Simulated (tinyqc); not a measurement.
Worked calculation: CISD on RHF in the sto-3g basis, for Li+, spin multiplicity 1. Computed by tinyqc, a small Python program that keeps every step (integrals from PySCF). Settings: charge = 1, multiplicity = 1, basis = sto-3g, method = RHF, energy threshold = 1e-10, iteration cap = 75, orthogonalisation = symmetric, start = Wolfsberg-Helmholz matrix, DIIS depth = 6, ci = CISD. Command: `OMP_NUM_THREADS=1 python tinyqc.py 27040 27041 out.jsonl` (the two numbers bound the seeds that draw the settings). One thread of a shared host (Intel(R) Xeon(R) Processor @ 2.60GHz), about 0.1 s of CPU time with the checks. The early iterations of the SCF are left out here.

## One-electron integrals

Geometry (angstrom):
```
atom         x         y         z
Li    0.000000  0.000000  0.000000
```

Basis sto-3g: exponents (1/bohr^2) and contraction coefficients of normalised primitives:
```
element  l (shell)   exponent  coefficient
Li           s (1)  16.119575     0.154329
Li           s (1)   2.936201     0.535328
Li           s (1)   0.794651     0.444635
Li           s (2)   0.636290    -0.099967
Li           s (2)   0.147860     0.399513
Li           s (2)   0.048089     0.700115
Li           p (3)   0.636290     0.155916
Li           p (3)   0.147860     0.607684
Li           p (3)   0.048089     0.391957
```

Overlap, kinetic and nuclear-attraction integrals over the contracted functions; the nuclear repulsion is the sum of Za Zb / Rab.

nuclear repulsion = 0 hartree

overlap S, order 1Li 1s, 1Li 2s, 1Li 2px, 1Li 2py, 1Li 2pz:
```
[[1.000000, 0.241137, 0.000000, 0.000000, 0.000000],
 [0.241137, 1.000000, 0.000000, 0.000000, 0.000000],
 [0.000000, 0.000000, 1.000000, 0.000000, 0.000000],
 [0.000000, 0.000000, 0.000000, 1.000000, 0.000000],
 [0.000000, 0.000000, 0.000000, 0.000000, 1.000000]]
```

kinetic energy T (hartree), order 1Li 1s, 1Li 2s, 1Li 2px, 1Li 2py, 1Li 2pz:
```
[[3.576786, -0.020237, 0.000000, 0.000000, 0.000000],
 [-0.020237, 0.102163, 0.000000, 0.000000, 0.000000],
 [0.000000, 0.000000, 0.319682, 0.000000, 0.000000],
 [0.000000, 0.000000, 0.000000, 0.319682, 0.000000],
 [0.000000, 0.000000, 0.000000, 0.000000, 0.319682]]
```

nuclear attraction V (hartree), order 1Li 1s, 1Li 2s, 1Li 2px, 1Li 2py, 1Li 2pz:
```
[[-7.982881, -0.964343, 0.000000, 0.000000, 0.000000],
 [-0.964343, -1.206923, 0.000000, 0.000000, 0.000000],
 [0.000000, 0.000000, -1.197261, 0.000000, 0.000000],
 [0.000000, 0.000000, 0.000000, -1.197261, 0.000000],
 [0.000000, 0.000000, 0.000000, 0.000000, -1.197261]]
```

core Hamiltonian H = T + V (hartree), order 1Li 1s, 1Li 2s, 1Li 2px, 1Li 2py, 1Li 2pz:
```
[[-4.406095, -0.984581, 0.000000, 0.000000, 0.000000],
 [-0.984581, -1.104759, 0.000000, 0.000000, 0.000000],
 [0.000000, 0.000000, -0.877579, 0.000000, 0.000000],
 [0.000000, 0.000000, 0.000000, -0.877579, 0.000000],
 [0.000000, 0.000000, 0.000000, 0.000000, -0.877579]]
```

## Two-electron integrals

Functions are numbered as in S; the eight-fold symmetry (ij|kl) = (ji|kl) = (kl|ij) leaves the list below.

Two-electron integrals (ij|kl) in chemists' order, unique and non-zero (hartree):
```
(11|11) 1.680395   (21|11) 0.265420   (21|21) 0.049941   (22|11) 0.397727
(22|21) 0.092860   (22|22) 0.290562   (31|31) 0.008981   (32|31) 0.013788
(32|32) 0.064184   (33|11) 0.396640   (33|21) 0.092880   (33|22) 0.290497
(33|33) 0.312946   (41|41) 0.008981   (42|41) 0.013788   (42|42) 0.064184
(43|43) 0.016869   (44|11) 0.396640   (44|21) 0.092880   (44|22) 0.290497
(44|33) 0.279207   (44|44) 0.312946   (51|51) 0.008981   (52|51) 0.013788
(52|52) 0.064184   (53|53) 0.016869   (54|54) 0.016869   (55|11) 0.396640
(55|21) 0.092880   (55|22) 0.290497   (55|33) 0.279207   (55|44) 0.279207
(55|55) 0.312946
```

## Orthogonalisation

S = U s U^T; symmetric (Loewdin) form X = U s^(-1/2) U^T, so that X^T S X = 1.

eigenvalues of S: [0.758863, 1.000000, 1.000000, 1.000000, 1.241137]

X, order 1Li 1s, 1Li 2s, 1Li 2px, 1Li 2py, 1Li 2pz:
```
[[1.022776, -0.125161, 0.000000, 0.000000, 0.000000],
 [-0.125161, 1.022776, 0.000000, 0.000000, 0.000000],
 [0.000000, 0.000000, 1.000000, 0.000000, 0.000000],
 [0.000000, 0.000000, 0.000000, 1.000000, 0.000000],
 [0.000000, 0.000000, 0.000000, 0.000000, 1.000000]]
```

## Starting guess

The start is the generalised Wolfsberg-Helmholz matrix (K = 1.75) built on H; D = 2 C_occ C_occ^T.

D at the start, order 1Li 1s, 1Li 2s, 1Li 2px, 1Li 2py, 1Li 2pz:
```
[[1.969590, 0.059347, 0.000000, 0.000000, 0.000000],
 [0.059347, 0.001788, 0.000000, 0.000000, 0.000000],
 [0.000000, 0.000000, 0.000000, 0.000000, 0.000000],
 [0.000000, 0.000000, 0.000000, 0.000000, 0.000000],
 [0.000000, 0.000000, 0.000000, 0.000000, 0.000000]]
```

## Iteration 4 (converged): orbitals

converged F (hartree), order 1Li 1s, 1Li 2s, 1Li 2px, 1Li 2py, 1Li 2pz:
```
[[-2.734678, -0.730293, 0.000000, 0.000000, 0.000000],
 [-0.730293, -0.364720, 0.000000, 0.000000, 0.000000],
 [0.000000, 0.000000, -0.094515, 0.000000, 0.000000],
 [0.000000, 0.000000, 0.000000, -0.094515, 0.000000],
 [0.000000, 0.000000, 0.000000, 0.000000, -0.094515]]
```

Diagonalise F' = X^T F X, C = X C', fill 1 alpha and 1 beta electrons from the bottom; D = 2 C_occ C_occ^T. Each column has its largest component positive (the first on a tie).

F' = X^T F X (hartree):
```
[[-2.679410, -0.378619, 0.000000, 0.000000, 0.000000],
 [-0.378619, -0.237390, 0.000000, 0.000000, 0.000000],
 [0.000000, 0.000000, -0.094515, 0.000000, 0.000000],
 [0.000000, 0.000000, 0.000000, -0.094515, 0.000000],
 [0.000000, 0.000000, 0.000000, 0.000000, -0.094515]]
```

orbital energies (hartree): [-2.736765, -0.180035, -0.094515, -0.094515, -0.094515]

coefficients C, order 1Li 1s, 1Li 2s, 1Li 2px, 1Li 2py, 1Li 2pz:
```
[[0.992493, -0.276937, 0.000000, 0.000000, 0.000000],
 [0.029439, 1.029985, 0.000000, 0.000000, 0.000000],
 [0.000000, 0.000000, 1.000000, 0.000000, 0.000000],
 [0.000000, 0.000000, 0.000000, 1.000000, 0.000000],
 [0.000000, 0.000000, 0.000000, 0.000000, 1.000000]]
```

D after iteration 4, order 1Li 1s, 1Li 2s, 1Li 2px, 1Li 2py, 1Li 2pz:
```
[[1.970085, 0.058436, 0.000000, 0.000000, 0.000000],
 [0.058436, 0.001733, 0.000000, 0.000000, 0.000000],
 [0.000000, 0.000000, 0.000000, 0.000000, 0.000000],
 [0.000000, 0.000000, 0.000000, 0.000000, 0.000000],
 [0.000000, 0.000000, 0.000000, 0.000000, 0.000000]]
```

Within a degenerate level the vectors are fixed only up to a rotation; this is one choice.

## Convergence

Stop when the energy changes by less than 1e-10 hartree and every element of the error matrix X^T (F D S - S D F) X is below 3e-06.

Course of the cycle:
```
iteration  E (hartree)     change  largest element of the error matrix
1          -7.13544672          -                             2.02e-03
2          -7.13544762  -8.95e-07                             2.45e-04
3          -7.13544763  -1.33e-08                             1.03e-08
4          -7.13544763   0.000000                             4.46e-09
```

PySCF RHF in the same basis = -7.13544763 hartree

Converged in 4 iterations.

## Populations

Mulliken: Z minus the diagonal of D S on the atom; Loewdin: the same with S^(1/2) D S^(1/2).

Charges (e):
```
atom  Mulliken   Loewdin
1Li   1.000000  1.000000
```

## Integrals over molecular orbitals

(pq|rs) = sum C_ip C_jq C_kr C_ls (ij|kl), one index at a time.

one-electron integrals over orbitals h = C^T H C (hartree):
```
[[-4.398682, 0.179091, 0.000000, 0.000000, 0.000000],
 [0.179091, -0.948242, 0.000000, 0.000000, 0.000000],
 [0.000000, 0.000000, -0.877579, 0.000000, 0.000000],
 [0.000000, 0.000000, 0.000000, -0.877579, 0.000000],
 [0.000000, 0.000000, 0.000000, 0.000000, -0.877579]]
```

Two-electron integrals over orbitals (pq|rs), unique and non-zero (hartree):
```
(11|11) 1.661917    (21|11) -0.179091   (21|21) 0.029694    (22|11) 0.398950
(22|21) -0.009460   (22|22) 0.282245    (31|31) 0.009708    (32|31) 0.013460
(32|32) 0.060914    (33|11) 0.396386    (33|21) -0.006021   (33|22) 0.285613
(33|33) 0.312946    (41|41) 0.009708    (42|41) 0.013460    (42|42) 0.060914
(43|43) 0.016869    (44|11) 0.396386    (44|21) -0.006021   (44|22) 0.285613
(44|33) 0.279207    (44|44) 0.312946    (51|51) 0.009708    (52|51) 0.013460
(52|52) 0.060914    (53|53) 0.016869    (54|54) 0.016869    (55|11) 0.396386
(55|21) -0.006021   (55|22) 0.285613    (55|33) 0.279207    (55|44) 0.279207
(55|55) 0.312946
```

## CISD: determinants and Hamiltonian

Hartree-Fock energy = -7.13544763 hartree

Slater-Condon rules over spin orbitals, with the nuclear repulsion added and E(HF) subtracted on the diagonal. Only determinants linked to the reference directly or through others are kept (one block of an abelian symmetry group), so some states are absent.

Occupation strings over the orbitals (2 doubly, a alpha, b beta, 0 empty; spin orbitals ordered 1a 1b 2a 2b ...): 20000 ab000 ba000 02000 00200 00020 00002

H - E(HF) between determinants (hartree), order 20000, ab000, ba000, 02000, 00200, 00020, 00002:
```
[[0.000000, 0.000000, 0.000000, 0.029694, 0.009708, 0.009708, 0.009708],
 [0.000000, 2.187474, -0.029694, 0.169631, 0.013460, 0.013460, 0.013460],
 [0.000000, -0.029694, 2.187474, -0.169631, -0.013460, -0.013460, -0.013460],
 [0.029694, 0.169631, -0.169631, 5.521208, 0.060914, 0.060914, 0.060914],
 [0.009708, 0.013460, -0.013460, 0.060914, 5.693235, 0.016869, 0.016869],
 [0.009708, 0.013460, -0.013460, 0.060914, 0.016869, 5.693235, 0.016869],
 [0.009708, 0.013460, -0.013460, 0.060914, 0.016869, 0.016869, 5.693235]]
```

## CISD: roots

Diagonalise (each vector has its largest component positive (the first on a tie)); all determinants have Ms = 0, so triplets appear too. The lowest singlet root is the correlation energy.

lowest roots of this matrix, relative to E(HF) (hartree): [-0.000207, 2.157780, 2.199661, 5.489834, 5.676366, 5.676366, 5.776060]

lowest vectors, order 20000, ab000, ba000, 02000, 00200, 00020, 00002:
```
[[0.999981, 0.000000, -0.001024, 0.003649],
 [0.000439, 0.707107, 0.705263, 0.044147],
 [-0.000439, 0.707107, -0.705263, -0.044147],
 [-0.005351, 0.000000, -0.071798, 0.908514],
 [-0.001640, 0.000000, -0.004140, -0.238531],
 [-0.001640, 0.000000, -0.004140, -0.238531],
 [-0.001640, 0.000000, -0.004140, -0.238531]]
```

<S^2> of these roots: [0.000000, 2.000000, 0.000000, 0.000000, 0.000000, 0.000000, 0.000000]

weight of the ground state by excitation level 0, 1, 2, ...: [0.999963, 0.000000, 0.000037]

Within a degenerate level the vectors are fixed only up to a rotation; this is one choice.
